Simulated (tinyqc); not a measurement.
# Random telegraph noise from one oxide trap in a small MOSFET: what changes with what

An acceptor-like trap exchanges electrons with the channel. Inversion charge Q = Cox u, u = n Vt W0(exp((Vg - VT)/(n Vt))), W0 the Lambert function, n = nf, Cox = eps0 eox/tox; linear regime Id = (W/L) mu Q Vd. Relative to threshold the surface potential rises by Vt ln(u/u0) and the oxide voltage by the rest of Vg - VT, with u0 = n Vt W0(1).

Inputs (values chosen for the exercise); values of the order met in silicon transistors: temperature T = 350 K; relative permittivity of the gate insulator (close to silicon dioxide) eox = 3.9; insulator thickness tox = 1.1 nm; depth of the trap from the channel interface xt = 0.34 nm; trap level above the channel Fermi level at threshold E0 = 0.25 eV; capture prefactor s0 = 5e-17 cm^2; capture barrier (lattice relaxation) EB = 0.25 eV; tunnelling decay length lt = 0.15 nm; thermal velocity vth = 2e7 cm/s; thickness of the inversion layer zi = 2 nm; threshold voltage VT = 0.23 V; body factor nf = 1.12; gate width W = 86 nm; gate length L = 23 nm; mobility mu = 210 cm^2/(V s); scattering coefficient of the charged trap asc = 0 V s; drain voltage Vd = 0.1 V; gate voltage Vg = 0.74 V.

Constants: q = 1.602176634e-19 C, kB = 1.380649e-23 J/K, Vt = kB T/q, eps0 = 8.8541878128e-14 F/cm where lengths are in cm. Results are converted to the units shown.

Each table varies one quantity; the others keep the values above.

## Time constants and noise against gate voltage

N = Cox u/q; dpsi = Vt ln(u/u0); E = E0 - dpsi - (xt/tox)(Vg - VT - dpsi); capture time tc = 1/[(N/zi) vth s0 exp(-xt/lt - EB/Vt)]; emission time te = tc exp(-E/Vt); occupancy te/(tc + te). A = W L; threshold step dV = q (1 - xt/tox)/(Cox A); gm/Id = 1/(u + n Vt); relative step dI/I = (gm/Id) dV + asc mu/A. fc = (1/tc + 1/te)/(2 pi); rms = (dI/I) sqrt(tc te)/(tc + te).

Time constants and noise against gate voltage:
```
Vg (V)     E (eV)    tc (s)    te (s)  occupancy  dI/I (%)  fc (Hz)  rms dI/I (%)
0.58      0.08602  1.406e-6  8.115e-8    0.05457    0.5705  2.074e6        0.1296
0.64      0.06379  1.178e-6  1.421e-7     0.1077    0.4864  1.255e6        0.1508
0.7       0.04206  1.011e-6  2.507e-7     0.1987    0.4231  7.923e5        0.1688
0.76      0.02073  8.845e-7  4.449e-7     0.3346    0.3739  5.377e5        0.1764
0.82    -2.955e-4  7.853e-7  7.930e-7     0.5024    0.3346  4.034e5        0.1673
0.88     -0.02107  7.056e-7  1.419e-6     0.6679    0.3026  3.377e5        0.1425
0.94     -0.04164  6.402e-7  2.547e-6     0.7991    0.2760  3.111e5        0.1106
1        -0.06204  5.857e-7  4.582e-6     0.8867    0.2536  3.065e5       0.08040
1.06     -0.08230  5.395e-7  8.262e-6     0.9387    0.2345  3.143e5       0.05626
```

tc falls from 1.41e-6 to 5.40e-7 s as the channel fills and te rises from 8.12e-8 to 8.26e-6 s; they are equal at Vg = 0.819 V, where E = 0. The rms noise goes from 0.130 through a maximum of 0.176 (at Vg = 0.76 V among the rows listed) to 0.0563 %. The slope -Vt d ln(tc/te)/dVg is 0.371 between the first two rows and 0.338 between the last two; it tends to xt/tox = 0.309 only when the surface potential stops moving.

## Effect of the capture barrier

Same model as above.

The same in every row: E (eV) = 0.02780; occupancy = 0.2846; dI/I (%) = 0.3890; rms dI/I (%) = 0.1755.

Results:
```
EB (eV)    tc (s)    te (s)  fc (Hz)
0.1      6.388e-9  2.541e-9  8.754e7
0.2      1.759e-7  6.998e-8  3.179e6
0.3      4.845e-6  1.927e-6  1.154e5
0.4      1.334e-4  5.307e-5     4192
0.5      0.003674  0.001461    152.2
0.7         2.786     1.108   0.2007
```

Estimate the missing row, EB = 0.6 eV.

Computed row:
```
EB (eV)  tc (s)   te (s)  fc (Hz)
0.6      0.1012  0.04025    5.528
```

With this row back in the table: As EB goes from 0.1 to 0.7, tc rises from 6.39e-9 to 2.79 s, te rises from 2.54e-9 to 1.11 s and dI/I stays at 0.389 %. The barrier scales both times alike and leaves the occupancy unchanged.

Range of the model: VT is taken as given; short-channel effects and the uneven flow of current among few electrons are left out.

Numbers from tinyqc (`OMP_NUM_THREADS=1 python tinyqc.py 2710154 2710155 out.jsonl`; about 0.01 s on one thread of a shared Intel Xeon 2.30GHz).
